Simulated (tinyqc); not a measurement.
Carrier lifetime of an n-type layer with SRH, radiative, Auger and surface recombination: lifetime against injection.

Uniform excess density dn = dp (no trapping), n = n0 + dn, p = p0 + dn, Boltzmann statistics, full ionisation. Surfaces enter as a rate 2 S dn/d, which holds while diffusion to them is fast.

ni = sqrt(Nc Nv) exp(-Eg/(2 Vt)), Eg in volts; majority density N/2 + sqrt(N^2/4 + ni^2), n0 p0 = ni^2; n1 = Nc exp(-Et/Vt), p1 = Nv exp((Et - Eg)/Vt); tn0 = 1/(sn vth Nt), tp0 = 1/(sp vth Nt). With e = n p - ni^2 = dn (n0 + p0 + dn): U_SRH = e/(tp0 (n + n1) + tn0 (p + p1)), U_rad = B e, U_Aug = (Cn n + Cp p) e, U_s = 2 S dn/d. Each tau is dn over its rate; tau = dn/U with U the sum.

Parameters, values chosen for the exercise; band and dielectric values close to those of silicon: temperature T = 400 K; band gap Eg = 1.11 eV; conduction-band density of states at T Nc = 4.26e19 cm^-3; valence-band density of states at T Nv = 4.16e19 cm^-3; radiative coefficient B = 4.63e-15 cm^3/s; donor density N = 9.6e14 cm^-3; Auger coefficient (two electrons) Cn = 3.7e-31 cm^6/s; Auger coefficient (two holes) Cp = 7e-32 cm^6/s; trap density Nt = 7.2e12 cm^-3; capture cross-section for electrons sn = 4e-17 cm^2; capture cross-section for holes sp = 3e-16 cm^2; thermal velocity (both carriers) vth = 1.8e7 cm/s; trap level below the conduction band Et = 0.85 eV; surface recombination velocity (both faces) S = 40 cm/s; sample thickness d = 400 um.

Constants: q = 1.602176634e-19 C, kB = 1.380649e-23 J/K, Vt = kB T/q. Results are converted to the units shown.

The same in every row: tau_s (s) = 5.000e-4.

Lifetime against injection:
```
dn (cm^-3),tau_SRH (s),tau_rad (s),tau_Aug (s),tau (s),radiative share (%),largest path
1e11,0.004454,0.2249,2.932,4.486e-4,0.1994,surface
1e12,0.004450,0.2247,2.926,4.485e-4,0.1996,surface
1e13,0.004411,0.2227,2.867,4.481e-4,0.2013,surface
1e14,0.004055,0.2037,2.363,4.441e-4,0.2179,surface
1e15,0.002293,0.1102,0.6416,4.087e-4,0.3709,surface
1e16,5.897e-4,0.01971,0.01919,2.632e-4,1.336,surface
1e17,2.589e-4,0.002139,2.233e-4,9.252e-5,4.325,Auger
1e18,2.227e-4,2.158e-4,2.269e-6,2.213e-6,1.026,Auger
1e19,2.190e-4,2.160e-5,2.272e-8,2.270e-8,0.1051,Auger
```

Read the table: what changes, and by how much?

Surface recombination leads at dn = 1e11, Auger from 1e17 on. The total lifetime falls from 4.49e-4 to 2.27e-8 s. tau_SRH goes from 0.00445 s (low-injection limit 0.00445 s) to 2.19e-4 s (high-injection limit tn0 + tp0 = 2.19e-4 s). Between the last two rows tau_rad goes as dn^(-1.00) and tau_Aug as dn^(-2.00); the radiative share goes from 0.199 through a maximum of 4.32 (at dn = 1e17 among the rows listed) to 0.105 %.

Program tinyqc, `OMP_NUM_THREADS=1 python tinyqc.py 2300067 2300068 out.jsonl`; Intel Xeon 2.30GHz, shared host, one thread, about 0.01 s.
